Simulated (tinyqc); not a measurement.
Tight binding, honeycomb lattice, step by step. One step of it, computed by the program tinyqc.

Question. Bloch Hamiltonian at K. H_AB = -t1 (1 + exp(-i k.a1) + exp(-i k.a2)); H_AA = delta - 2 t2 sum cos(k.b + phi), H_BB = -delta - 2 t2 sum cos(k.b - phi), b = a1, a2 - a1, -a2.

Parameters chosen for this model:

| parameter | value | unit |
|---|---|---|
| t1 | 1.440000 | eV, nearest |
| t2 | 0 | eV, second neighbours |
| phi | 1.570000 | rad, phase of t2 (Haldane) |
| delta | 2.170000 | eV, +/- on A and B |

k point K (fractions of the reciprocal vectors): 0.333333  0.666667

Give: H(k) at K.

Answer.

H(k) at K (eV):
```
       A       B
A  2.170   0.000
B  0.000  -2.170
```
